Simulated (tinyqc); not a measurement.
Worked calculation: Pariser-Parr-Pople SCF with singles CI, for the molecule C=CC=CC=CC=C (SMILES; centres numbered as the heavy atoms are written). One step of it, computed by the program tinyqc.

Problem. Singles CI, triplets. Over the 9 single excitations with the smallest orbital gaps: A = (e_a - e_i) delta - (ij|ab), with (pq|rs) = sum c_mp c_mq gamma_mn c_nr c_ns.

orbital energies (eV): [-13.409522, -12.426968, -10.858028, -8.845808, -3.314192, -1.301972, 0.266968, 1.249522]

coefficients, order 1C, 2C, 3C, 4C, 5C, 6C, 7C, 8C:
```
[[0.173640, 0.326261, 0.432639, -0.419794, -0.419794, 0.432639, -0.326261, -0.173640],
 [0.300987, 0.460266, 0.404677, -0.183842, 0.183842, -0.404677, 0.460266, 0.300987],
 [0.408201, 0.391385, -0.049961, 0.421537, 0.421537, -0.049961, -0.391385, -0.408201],
 [0.461116, 0.168898, -0.382836, 0.335085, -0.335085, 0.382836, 0.168898, 0.461116],
 [0.461116, -0.168898, -0.382836, -0.335085, -0.335085, -0.382836, 0.168898, -0.461116],
 [0.408201, -0.391385, -0.049961, -0.421537, 0.421537, 0.049961, -0.391385, 0.408201],
 [0.300987, -0.460266, 0.404677, 0.183842, 0.183842, 0.404677, 0.460266, -0.300987],
 [0.173640, -0.326261, 0.432639, 0.419794, -0.419794, -0.432639, -0.326261, 0.173640]]
```

repulsion gamma_rs (eV), order 1C, 2C, 3C, 4C, 5C, 6C, 7C, 8C:
```
[[10.680000, 5.239476, 3.816260, 2.849798, 2.323202, 1.932491, 1.669889, 1.459696],
 [5.239476, 10.680000, 5.240767, 3.816288, 2.850322, 2.323213, 1.932752, 1.669889],
 [3.816260, 5.240767, 10.680000, 5.238570, 3.816260, 2.849798, 2.323213, 1.932491],
 [2.849798, 3.816288, 5.238570, 10.680000, 5.239768, 3.816260, 2.850322, 2.323202],
 [2.323202, 2.850322, 3.816260, 5.239768, 10.680000, 5.238570, 3.816288, 2.849798],
 [1.932491, 2.323213, 2.849798, 3.816260, 5.238570, 10.680000, 5.240767, 3.816260],
 [1.669889, 1.932752, 2.323213, 2.850322, 3.816288, 5.240767, 10.680000, 5.239476],
 [1.459696, 1.669889, 1.932491, 2.323202, 2.849798, 3.816260, 5.239476, 10.680000]]
```

Give: triplet CI matrix; triplet excitation energies.

Solution.

triplet CI matrix (eV), order 4>5, 3>5, 4>6, 2>5, 4>7, 3>6, 1>5, 4>8, 2>6:
```
[[1.1933, 0.0000, 0.0000, -0.3393, 0.3393, -1.2325, 0.0000, 0.0000, 0.0000],
 [0.0000, 3.4796, -1.2325, 0.0000, 0.0000, 0.0000, 0.2844, -0.1259, 0.9797],
 [0.0000, -1.2325, 3.4796, 0.0000, 0.0000, 0.0000, 0.1259, -0.2844, 0.1683],
 [-0.3393, 0.0000, 0.0000, 4.9880, 0.9030, 0.9797, 0.0000, 0.0000, 0.0000],
 [0.3393, 0.0000, 0.0000, 0.9030, 4.9880, -0.9797, 0.0000, 0.0000, 0.0000],
 [-1.2325, 0.0000, 0.0000, 0.9797, -0.9797, 5.2536, 0.0000, 0.0000, 0.0000],
 [0.0000, 0.2844, 0.1259, 0.0000, 0.0000, 0.0000, 5.6879, 0.8215, 1.0724],
 [0.0000, -0.1259, -0.2844, 0.0000, 0.0000, 0.0000, 0.8215, 5.6879, -0.6957],
 [0.0000, 0.9797, 0.1683, 0.0000, 0.0000, 0.0000, 1.0724, -0.6957, 7.0128]]
```

triplet excitation energies (eV): [0.8457, 2.0933, 3.1965, 4.1680, 4.7391, 5.8910, 6.4733, 6.4897, 7.8741]
